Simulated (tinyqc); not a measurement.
What moves the Fermi level: gated graphene: carriers, quantum capacitance and optical conductivity.

Cones E = +/- hv |k|, four flavours, D(E) = 2|E|/(pi hv^2). n = (2/pi)(kT/hv)^2 F_1(mu/kT), p = (2/pi)(kT/hv)^2 F_1(-mu/kT), in 1/angstrom^2 (1e16 for 1/cm^2); F_1(eta) = integral_0^infinity x dx/(1 + exp(x - eta)). Cq/e^2 = d(n - p)/d mu = (2 kT/(pi hv^2)) ln(2 + 2 cosh(mu/kT)).

Gate: V = mu/e + e (n - p)/Cox with Cox/e^2 = k/(4 pi e2 t), t in angstrom, e2 = e^2/(4 pi eps0); 1/(eV angstrom^2) in C/e^2 equals 1602.176634 microfarad/cm^2; total 1/C = 1/Cox + 1/Cq.

Constants: kB = 8.617333262e-05 eV/K; e^2/(4 pi eps0) = 14.39964547 eV angstrom.

Inputs chosen for the exercise (Fermi velocity near that of graphene, gate dielectric near SiO2; shifted at random, so the results belong to these values and not to a real crystal): hv = 7.01 eV angstrom (hbar vF); T = 400 K; k = 3.88 (dielectric constant of the gate layer); t = 10 nm (its thickness); V = -1.66 V (gate voltage from the neutrality point).

All results formed anew.

Results for these values:

| case | mu (eV) | n - p (1/cm^2) | C/Cox |
|---|---|---|---|
| base | -0.2100 | -3.109e+12 | 0.9270 |

What happens to each result for hv = 7.71 eV angstrom, all else kept?

Answer: mu falls from -0.2100 to -0.2309; n - p rises from -3.109e+12 to -3.064e+12; C/Cox falls from 0.9270 to 0.9202.

The same for each parameter in turn:

| case | mu (eV) | n - p (1/cm^2) | C/Cox |
|---|---|---|---|
| base | -0.2100 | -3.109e+12 | 0.9270 |
| V = -2.158 V | -0.2438 | -4.104e+12 | 0.9365 |
| t = 7 nm | -0.2505 | -4.318e+12 | 0.9138 |
| k = 4.66 | -0.2301 | -3.682e+12 | 0.9205 |
| hv = 7.71 eV angstrom | -0.2309 | -3.064e+12 | 0.9202 |
| T = 500 K | -0.2052 | -3.119e+12 | 0.9256 |

Computed by tinyqc, a small Python program: `OMP_NUM_THREADS=1 python tinyqc.py 1650857 1650858 out.jsonl` (the numbers bound the seed that draws the inputs); one thread of a shared host (Intel(R) Xeon(R) Processor @ 2.30GHz), about 0.01 s for the whole set of steps.
